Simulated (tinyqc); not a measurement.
Which current rules in forward bias: trap-assisted generation and recombination current of an abrupt junction. Computed by tinyqc, a small Python program. Command: `OMP_NUM_THREADS=1 python tinyqc.py 3022681 3022682 out.jsonl junctionleak walk`. One thread of a shared host (Intel(R) Xeon(R) Processor @ 2.30GHz), about 0.01 s of CPU time with the checks.

Depletion approximation, flat quasi-Fermi levels across the depleted layer, long neutral regions with minority lifetimes tau_n and tau_p, full ionisation and Boltzmann statistics. Voltages in exponents stand for e V.

Inputs (values chosen for the exercise, with bands and screening modelled on GaP):
```
quantity                              value    unit
gap E_g                                2.26      eV
electron mass m_e                     0.514     m_0
valleys M_c                               3       -
hole mass m_h                         0.784     m_0
dielectric constant eps                10.7       -
acceptor density N_A                4.7e+17   cm^-3
donor density N_D                   1.6e+18   cm^-3
capture time tau_n                  1.9e-06       s
capture time tau_p                  3.2e-05       s
trap level E_t - E_i                      0      eV
electron diffusion coefficient D_n       92  cm^2/s
hole diffusion coefficient D_p          5.7  cm^2/s
temperature T                           350       K
tunnelling mass m_t                    0.22     m_0
```

Field enhancement: Hurkx tunnelling factor.

Constants: k_B = 8.617333262e-05 eV/K; m_0 = 9.1093837015e-31 kg; k_B = 1.380649e-23 J/K; h = 6.62607015e-34 J s; e = 1.602176634e-19 C; eps_0 = 8.8541878128e-12 F/m; hbar = 1.054571817e-34 J s.

Method:
- N_c = 2 M_c (2 pi m_e k_B T/h^2)^(3/2) and N_v = 2 (2 pi m_h k_B T/h^2)^(3/2), masses in units of m_0.
- n_i = sqrt(N_c N_v) exp(-E_g/2 k_B T); V_bi = (k_B T/e) ln(N_A N_D/n_i^2); diffusion saturation current J_d0 = e n_i^2 [sqrt(D_n/tau_n)/N_A + sqrt(D_p/tau_p)/N_D].
- W = sqrt(2 eps eps_0 (V_bi - V)(1/N_A + 1/N_D)/e), x_p = W N_D/(N_A + N_D), x_n = W - x_p, peak field F_m = 2 (V_bi - V)/W; reverse bias means V = -V_r.
- Both capture times are divided by 1 + Gamma, Gamma = 2 sqrt(3 pi) (F/F_G) exp((F/F_G)^2), F_G = sqrt(24 m_t (k_B T)^3)/(e hbar) (the low-field Hurkx form), F being the local field, linear in x from 0 at the edges to F_m.
- Potential from the p edge: phi = (V_bi - V) x^2/(x_p W) on the p side and (V_bi - V)[1 - (W - x)^2/(x_n W)] on the n side; p = N_A exp(-phi/k_B T), n = n_i^2 exp(V/k_B T)/p; U = (n p - n_i^2)/[tau_p (n + n_i exp(dE/k_B T)) + tau_n (p + n_i exp(-dE/k_B T))], dE = E_t - E_i, n1 = n_i exp(dE/k_B T), p1 = n_i exp(-dE/k_B T); J_t = e int U dx by the trapezoid rule on 400 intervals on each side.
- J_d = J_d0 (exp(V/k_B T) - 1). Ideality n = (e/k_B T) dV/d ln J, central difference of 1 mV. The rows stop just below the bias where n = 0.1 p or tau_p n = 0.1 tau_n p at the p edge, or the like at the n edge.

k_B T = 0.0301607 eV

n_i = 1483.30 cm^-3

J_d0 = 5.31197e-27 A/cm^2

Forward characteristic:
```
V (V)  J_t (A/cm^2)  J_d (A/cm^2)  ideality of J_t  ideality of the sum
0.37     1.9844e-14    1.1298e-21           2.0366               2.0366
0.58     6.0234e-13    1.1937e-18           2.0406               2.0406
0.79     1.8307e-11    1.2611e-15           2.0378               2.0377
1.01     6.5887e-10    1.8562e-12           2.0331               2.0273
1.22     2.0352e-08    1.9610e-09           2.0255               1.8580
1.43     6.4053e-07    2.0718e-06           2.0097               1.1346
1.64     2.1106e-05    2.1889e-03           1.9677               1.0047
1.85     7.3625e-04    2.3125e+00           2.0903               1.0002
```

Diffusion overtakes recombination between 1.22 and 1.43 V, and the ideality of the sum goes from 2.04 to 1.00, with a maximum of 2.04 at 0.58 V. The ideality of J_t alone lies between 1.97 and 2.09.

Extremes, crossings and ranges named in words are read from the listed rows.
